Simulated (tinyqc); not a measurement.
Quasiparticle equation with a plasmon-pole self-energy for two band edges, step by step. Values are carried at full precision from step to step, so a last printed digit may differ when a step is redone from the rounded ones.

For each edge E = e + X + Sc(E), with the correlation part Sc(E) = A[0]/(E - a + w) + A[1]/(E - b - w); a and b are the valence and conduction energies that enter the Green function (a = ev, b = ec in the one-shot scheme). Z = 1/(1 - dSc/dE), dSc/dE = -A[0]/(E - a + w)^2 - A[1]/(E - b - w)^2.

Values chosen for the exercise (scales of the order of those of AlN; not measured data): ev = 0 eV (mean-field valence top); ec = 4 eV (mean-field conduction edge); w = 18.5 eV (pole energy); Av = (83.3, 43.4) eV^2 (weights of the valence state on the hole and electron poles); Ac = (44.5, 79.9) eV^2 (the same for the conduction state); Xv = -4 eV (exchange minus the mean-field potential, valence); Xc = 4.02 eV (the same, conduction).

## Linearised one-shot correction

Evaluate Sc and its slope at the mean-field energy; E = e + Z (X + Sc).

Terms:
```
edge,Sc (eV),dSc/dE,Z,X + Sc (eV),E (eV)
valence,2.5738,-0.3291,0.7524,-1.4262,-1.0730
conduction,-2.3411,-0.3214,0.7568,1.6789,5.2706
```

gap = 6.3436 eV
gap with Z = 1 = 7.1050 eV

The gap opens by 2.344 eV, 46 % of it by lowering the valence top. Setting Z = 1 would overshoot by 0.761 eV. X and Sc have opposite signs and are each larger than the sum they leave, so both must be converged well.

## Solving the equation for the conduction edge

Newton steps on f(E) = E - ec - Xc - Sc(E) from E = ec; the first step is the linearised result.

Iterates:
```
step,E (eV),Sc (eV),f (eV)
0,4.00000,-2.34114,-1.678859
1,5.27056,-2.76535,0.015904
2,5.25876,-2.76124,0.000002
3,5.25876,-2.76124,0.000000
```

The linearisation errs by +11.8 meV, as the shift is only 0.068 of the pole energy.

## All solutions for the valence state

Multiplying out gives a cubic; give its three roots and their weights Z.

roots (eV): -23.092  -1.064  24.156

weights: 0.2012  0.7396  0.0593

The weights add up to 1. The satellite below lies 22.03 eV from the main peak, 19 % more than w: this scheme places plasmon satellites too far out, and gives one where a cumulant form gives a series.

## Updating the energies in the Green function

Solve both equations exactly, put the results in place of a and b, and repeat five times; w is kept.

Cycles (eV):
```
cycle,Ev,Ec,gap
1,-1.0642,5.2588,6.3230
2,-1.2022,5.4385,6.6407
3,-1.2185,5.4635,6.6820
4,-1.2202,5.4671,6.6873
5,-1.2203,5.4677,6.6880
```

The update moves the gap by +365 meV from the one-shot value; each cycle shrinks the change to about 0.13 of the one before.

## Checks

- Sum of the weights of the three roots: both 1.000000.
- Newton result against the root by bisection (eV): both 5.25876.

Program tinyqc; command `OMP_NUM_THREADS=1 python tinyqc.py 1880089 1880090 out.jsonl`; about 0.01 s on one thread of a shared Intel(R) Xeon(R) Processor @ 2.30GHz.
